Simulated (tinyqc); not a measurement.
Plane-wave Kohn-Sham cycle with exchange-only LDA in a layered model solid, step by step. One step of it, computed by the program tinyqc.

Question. Iteration 2: potential. V_H(G) = 4 pi rho(G)/G^2 for G != 0 (uniform background); v_x = -(3 rho/pi)^(1/3); V = V_ext + V_H + v_x; Fourier components f(G_m) = (1/N) sum_j f(x_j) exp(-i G_m x_j).

A solid whose potential varies along x alone (atomic units):

| parameter | value |
|---|---|
| period a | 4.200000 |
| cross-section of the cell | 32.000000 |
| electrons per cell | 4 |
| grid points | 16 |
| plane waves -n..n, n | 2 |
| k points | 3 |
| V1 in V1 cos(2 pi x/a) | -0.210000 |

density after iteration 1 (e/bohr^3): 0.02916294  0.02982813  0.03130146  0.03241635  0.03221744  0.03058357  0.02822725  0.02621957  0.02544002  0.02621957  0.02822725  0.03058357  0.03221744  0.03241635  0.03130146  0.02982813

Give: Potentials on the grid; V(G_m), m = 0, 1, 2, ....

Answer.

Potentials on the grid (hartree):

| x | V_ext | V_H | v_x | V |
|---|---|---|---|---|
| 0.0000 | -0.2100 | 0.0078 | -0.3031 | -0.5053 |
| 0.2625 | -0.1940 | 0.0080 | -0.3054 | -0.4914 |
| 0.5250 | -0.1485 | 0.0081 | -0.3103 | -0.4508 |
| 0.7875 | -0.0804 | 0.0069 | -0.3140 | -0.3875 |
| 1.0500 | 0 | 0.0034 | -0.3133 | -0.3099 |
| 1.3125 | 0.0804 | -0.0020 | -0.3080 | -0.2296 |
| 1.5750 | 0.1485 | -0.0081 | -0.2998 | -0.1594 |
| 1.8375 | 0.1940 | -0.0129 | -0.2925 | -0.1114 |
| 2.1000 | 0.2100 | -0.0147 | -0.2896 | -0.0943 |
| 2.3625 | 0.1940 | -0.0129 | -0.2925 | -0.1114 |
| 2.6250 | 0.1485 | -0.0081 | -0.2998 | -0.1594 |
| 2.8875 | 0.0804 | -0.0020 | -0.3080 | -0.2296 |
| 3.1500 | 0 | 0.0034 | -0.3133 | -0.3099 |
| 3.4125 | -0.0804 | 0.0069 | -0.3140 | -0.3875 |
| 3.6750 | -0.1485 | 0.0081 | -0.3103 | -0.4508 |
| 3.9375 | -0.1940 | 0.0080 | -0.3054 | -0.4914 |

V(G_m), m = 0, 1, 2, ... (hartree): -0.3050  -0.1029  0.0025  0.0001  0.0001
